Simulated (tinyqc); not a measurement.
# p-type polysilicon, carrier trapping at grain boundaries: what changes with what

One-dimensional grains of size Lg, uniform ionised doping N, monovalent traps Qt at each boundary at a depth Et below (for electrons) or above (for holes) the band edge there, abrupt depletion of width W on each side of a boundary, Boltzmann statistics. xi is the distance from the band edge at the grain centre to the Fermi level. Trapped charge Qt/(1 + exp((xi + VB - Et)/Vt)) = 2 N W, barrier VB = q N W^2/(2 eps0 eps_r).

Values chosen for this exercise; values of the order met in polycrystalline silicon:
- T = 350 K (temperature)
- eps_r = 11.7 (relative permittivity)
- NB = 3.34e19 cm^-3 (valence-band density of states at T)
- Lg = 22 nm (grain size)
- Qt = 1.1e12 cm^-2 (trap density of a grain boundary)
- Et = 0.35 eV (depth of the trap level from the majority band edge at the boundary)
- ms = 0.52 m0 (mass for thermionic emission)
- fe = 0.25 (correction factor of the emission rate)
- mug = 110 cm^2/(V s) (mobility inside the grains)
- N = 1.4e17 cm^-3 (doping)

Constants: q = 1.602176634e-19 C, kB = 1.380649e-23 J/K, m0 = 9.1093837015e-31 kg, Vt = kB T/q, eps0 = 8.8541878128e-14 F/cm where lengths are in cm. Results are converted to the units shown.

Each table varies one quantity; the others keep the values above.

## Effect of the doping

If the trap equation with xi = Vt ln(NB/N) has a root W < Lg/2, the grain is partly depleted; otherwise W = Lg/2 and the trap equation gives xi = Et - VB + Vt ln(Qt/(N Lg) - 1). N* = Qt/Lg. n0 = NB exp(-xi/Vt); mean density n0 (1 - 2 W/Lg) by charge balance in a partly depleted grain, and n0 (sqrt(pi)/2) erf(u)/u with u = sqrt(VB/Vt) in a fully depleted one; v = sqrt(kB T/(2 pi ms m0)); barrier resistivity Vt exp(VB/Vt)/(q fe n0 v Lg); grain resistivity (1 - 2 W/Lg)/(q n0 mug); effective mobility 1/(q mean density total resistivity). Rows with xi above 0.45 V, towards mid-gap, are left out, since the other carrier type is ignored.

Results:
```
N (cm^-3),N/N*,depleted share 2 W/Lg,VB (V),xi (V),mean density (cm^-3),resistivity (ohm cm),effective mobility (cm^2/(V s))
2.5e16,0.05000,1.000,0.002339,0.4365,1.690e13,5296,69.76
4.9e16,0.09800,1.000,0.004585,0.4124,3.668e13,2565,66.33
9.5e16,0.1900,1.000,0.008889,0.3848,8.734e13,1188,60.14
1.8e17,0.3600,1.000,0.01684,0.3505,2.521e14,495.5,49.97
3.6e17,0.7200,1.000,0.03368,0.2878,1.737e15,108.4,33.16
7e17,1.400,0.7133,0.03333,0.1166,2.007e17,0.3896,79.83
2.6e18,5.200,0.1923,0.008994,0.07700,2.100e18,0.06165,48.21
5.1e18,10.20,0.09803,0.004586,0.05668,4.600e18,0.02943,46.11
1e19,20.00,0.05000,0.002339,0.03637,9.500e18,0.01457,45.09
```

Estimate the missing row, N = 1.4e18 cm^-3.

Computed row:
```
N (cm^-3),N/N*,depleted share 2 W/Lg,VB (V),xi (V),mean density (cm^-3),resistivity (ohm cm),effective mobility (cm^2/(V s))
1.4e18,2.800,0.3570,0.01670,0.09567,9.002e17,0.1316,52.69
```

With this row back in the table: As N goes from 2.5e16 to 1e19, VB goes from 0.00234 through a maximum of 0.0337 (at N = 3.6e17 among the rows listed) to 0.00234 V, the resistivity falls from 5300 to 0.0146 ohm cm and the effective mobility moves up and down between 33.2 and 79.8 cm^2/(V s). The steepest fall of the resistivity among the rows, as N^(-8.5), lies between N = 3.6e17 and 7e17 cm^-3; N* = 5.00e17 cm^-3. While the grain is fully depleted VB grows as N; once the traps are full it falls as 1/N. For N = 5.1e18, 1e19 xi is under 2.5 Vt, where Boltzmann statistics begin to fail. For N = 2.5e16, 4.9e16, 9.5e16, 1.8e17, 1.4e18, 2.6e18, 5.1e18, 1e19 VB is below Vt, where abrupt depletion and thermionic emission are rough. For N = 7e17 the grain is near the changeover between partial and full depletion, within a few Debye lengths, where both limits are rough.

## Effect of the grain size

Same model as above.

N* = Qt/Lg.

Results:
```
Lg (nm),N/N*,depleted share 2 W/Lg,VB (V),xi (V),mean density (cm^-3),resistivity (ohm cm),effective mobility (cm^2/(V s))
10,0.1273,1.000,0.002707,0.4054,4.720e13,4205,31.45
31,0.3945,1.000,0.02601,0.3369,3.641e14,303.5,56.48
53,0.6745,1.000,0.07603,0.2520,4.277e15,55.82,26.14
94,1.196,0.7288,0.1270,0.1651,3.797e16,9.691,16.96
160,2.036,0.4282,0.1270,0.1651,8.006e16,5.861,13.30
290,3.691,0.2362,0.1270,0.1651,1.069e17,3.415,17.09
500,6.364,0.1370,0.1270,0.1651,1.208e17,2.151,24.02
```

Estimate the missing row, Lg = 17 nm.

Computed row:
```
Lg (nm),N/N*,depleted share 2 W/Lg,VB (V),xi (V),mean density (cm^-3),resistivity (ohm cm),effective mobility (cm^2/(V s))
17,0.2164,1.000,0.007822,0.3810,1.003e14,1306,47.62
```

With this row back in the table: As Lg goes from 10 to 500, VB rises from 0.00271 to 0.127 V, the resistivity falls from 4200 to 2.15 ohm cm and the effective mobility moves up and down between 13.3 and 56.5 cm^2/(V s). For Lg = 10, 17, 31 VB is below Vt, where abrupt depletion and thermionic emission are rough. For Lg = 94 the grain is near the changeover between partial and full depletion, within a few Debye lengths, where both limits are rough.

Computed by the program tinyqc: `OMP_NUM_THREADS=1 python tinyqc.py 2830159 2830160 out.jsonl`, one thread of a shared Intel Xeon 2.30GHz, about 0.01 s for the whole run.
